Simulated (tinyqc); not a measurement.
From isolated dopants to a band: overlap of hydrogenic dopants: pairs, impurity band and the Mott density.

Ry* = Ry m/eps^2, aB = a0 eps/m. For 1s orbitals a distance rho = R/aB apart, in Ry*: overlap S = exp(-rho)(1 + rho + rho^2/3), J = (2/rho)(1 - (1 + rho) exp(-2 rho)) (attraction to the other ion), Kx = 2 (1 + rho) exp(-rho) (exchange of one electron). One electron on a pair has E = -1 - (J +/- Kx)/(1 +/- S), without the repulsion 2/rho of the ions. Hopping after orthogonalisation: t = (Kx - S J)/(1 - S^2), half the splitting. Dopants on a lattice with z neighbours, n = (3 sqrt3/4)/R^3 (bcc), give a band of width B = 2 z t, as on any lattice of two interpenetrating sublattices. Valleys, central cells and disorder are left out.

Constants: Ry = 13.60569312 eV; a0 (Bohr radius) = 0.5291772105 angstrom.

Inputs chosen for the exercise (an isotropic mass and dielectric constant of the size used for donors in Si; shifted at random, so the results belong to these values and not to a real crystal):
```
symbol  value  unit  meaning
m       0.313  m0    mass
eps     11.4         dielectric constant
z       8            neighbours in the dopant lattice
u       1.25   Ry*   cost of a second electron on one dopant
```

The distance R/aB is varied; density from the lattice formula.

Against distance:
```
R/aB  n (1/cm^3)  n^(1/3) aB       S  t (meV)  B (meV)    B/u
10.0    1.81e+17       0.109  0.0020   0.0195    0.313  0.008
8.0     3.54e+17       0.136  0.0102   0.1145    1.832  0.045
7.0     5.29e+17       0.156  0.0222   0.2705    4.328  0.106
6.0     8.40e+17       0.182  0.0471   0.6241    9.986  0.244
5.0     1.45e+18       0.218  0.0966   1.3970   22.352  0.546
4.5     1.99e+18       0.242  0.1361   2.0619   32.990  0.805
4.0     2.84e+18       0.273  0.1893   3.0140   48.224  1.177
3.5     4.23e+18       0.312  0.2592   4.3655   69.848  1.705
3.0     6.72e+18       0.364  0.3485   6.2759  100.414  2.451
```

critical densities (1/cm^3): B = u 2.42e+18, B = (2/sqrt3) u 2.78e+18, n^(1/3) aB = 0.26 2.45e+18

How do the results move, and what explains it?

From R = 10 to 5 aB the density rises eightfold and the band widens by a factor 72, since t falls about as R exp(-R/aB). B passes u at 2.4e+18/cm^3, n^(1/3) aB = 0.259; the screening rule gives a density 1.01 times that. An ordered lattice overstates the ease of conduction, as random spacing localises the tails, and below R = 4 aB (S above 0.19) nearest-neighbour hopping alone is no longer enough.

Computed by tinyqc, a small Python program: `OMP_NUM_THREADS=1 python tinyqc.py 1450619 1450620 out.jsonl` (the numbers bound the seed that draws the inputs); one thread of a shared host (Intel(R) Xeon(R) Processor @ 2.30GHz), about 0.01 s for the whole set of steps.
